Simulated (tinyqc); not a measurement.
Inputs raised by 5 %, one at a time: precursor delivery and alloy composition in metal-organic vapour-phase epitaxy. Computed by tinyqc, a small Python program. Command: `OMP_NUM_THREADS=1 python tinyqc.py 3005407 3005408 out.jsonl movpe sens`. One thread of a shared host (Intel(R) Xeon(R) Processor @ 2.30GHz), about 0.01 s of CPU time with the checks.

Carrier gas leaves each bubbler saturated. Group-III species cross a boundary layer and react at the surface; element 2 can also desorb. The film is (1)_(1-x) (2)_x V with a zinc-blende cell.

Inputs (values chosen for the exercise, close to those used for InGaP from TEGa and TMIn):
```
quantity                                   value      unit
source 1: a in log10(p/torr) = a - b/T      8.08         -
source 1: b                                 2162         K
source 1: bath temperature                    15         C
source 1: carrier flow                        23      sccm
source 2: a                                10.52         -
source 2: b                                 3014         K
source 2: bath temperature                    21         C
source 2: carrier flow                       430      sccm
bubbler pressure p_b                         400      torr
group-V hydride flow                         270      sccm
total flow                                    18       slm
reactor pressure p                           760      torr
diffusivity D0 at 273.15 K and 760 torr     0.42    cm^2/s
boundary layer delta                        0.54        cm
prefactor of the surface rate k_s        1.9e+13      cm/s
energy of k_s                               1.96        eV
prefactor of the loss of element 2       4.3e+15  layers/s
energy of the loss                          3.13        eV
lattice constant a                          5.65  angstrom
growth temperature T                         610         C
```

Constants: k_B = 1.380649e-23 J/K; k_B = 8.617333262e-05 eV/K.

Method:
- Temperatures in kelvin are T(C) + 273.15.
- Vapour pressure p_v = 10^(a - b/T); precursor flow = carrier flow x p_v/(p_b - p_v); 1 sccm = 44.615 micromol/min; V/III = hydride flow over the sum of both; gas share x_g = F2/(F1 + F2).
- Partial pressure p_i = p F_i/(44615 x total flow in slm); density n_i = p_i/(k_B T), 1 torr = 133.322 Pa; D = D0 (T/273.15)^1.75 (760/p), h = D/delta, the same for both; k_s = prefactor x exp(-energy/(k_B T)); arrival J_i = n_i/(1/h + 1/k_s); in layers per second g_i = J_i a^2/2 (two group-III sites per a^2 on (001)).
- Loss of element 2 is r x with r = prefactor x exp(-energy/(k_B T)). Then x = (g2 - r x)/(g1 + g2 - r x), or r x^2 - (g1 + g2 + r) x + g2 = 0, smaller root; growth rate G = g1/(1 - x) layers/s; one layer is a/2 thick, 1 angstrom/s = 0.36 um/h.
- Distribution coefficient = [x/(1 - x)]/[x_g/(1 - x_g)], x_g = g2/(g1 + g2).

Runs:
```
input moved                                       from         to  solid share x  growth rate G (um/h)  distribution coefficient  V/III ratio
base run                                             -          -         0.9024                 9.728                    0.9994        120.2
source 1: carrier flow (sccm)                       23      24.15         0.8980                 9.775                    0.9994        119.6
bubbler pressure p_b (torr)                        400        420         0.9024                 9.262                    0.9994        126.2
reactor pressure p (torr)                          760        798         0.9024                 9.750                    0.9994        120.2
boundary layer delta (cm)                         0.54      0.567         0.9024                 9.285                    0.9994        120.2
prefactor of the loss of element 2 (layers/s)  4.3e+15  4.515e+15         0.9024                 9.728                    0.9994        120.2
prefactor of the surface rate k_s (cm/s)       1.9e+13  1.995e+13         0.9024                 9.750                    0.9994        120.2
```

Exponents ln(y'/y) / ln(x'/x):
```
input                               solid share x  growth rate G  distribution coefficient  V/III ratio
source 1: carrier flow                       -0.1          0.100                     0.000       -0.100
bubbler pressure p_b                          0.0         -1.006                    -0.001        1.005
reactor pressure p                            0.0          0.046                     0.000        0.000
boundary layer delta                          0.0         -0.955                    -0.001        0.000
prefactor of the loss of element 2            0.0         -0.001                    -0.001        0.000
prefactor of the surface rate k_s             0.0          0.046                     0.000        0.000
```

To which inputs is each result most sensitive?

Among the inputs moved here: solid share x answers most in size to source 1: carrier flow (exponent -0.100); its exponent is below 0.0005 for bubbler pressure p_b, reactor pressure p, boundary layer delta, prefactor of the loss of element 2, prefactor of the surface rate k_s. Its exponent 0.000 in bubbler pressure p_b: both sources scale alike. Growth rate G answers most in size to bubbler pressure p_b (exponent -1.006), next to boundary layer delta (-0.955). Its exponent -1.006 in bubbler pressure p_b: a higher bubbler pressure dilutes both vapours. Its exponent -0.955 in boundary layer delta: transport control. Distribution coefficient hardly depends on these (all exponents below 0.005). V/III ratio answers most in size to bubbler pressure p_b (exponent +1.005), next to source 1: carrier flow (-0.100); its exponent is below 0.0005 for reactor pressure p, boundary layer delta, prefactor of the loss of element 2, prefactor of the surface rate k_s.

Caution (all rows): the lattice constant is held fixed as x changes, delta does not respond to the flow, both precursors share one D and k_s, and gas-phase side reactions are left out.
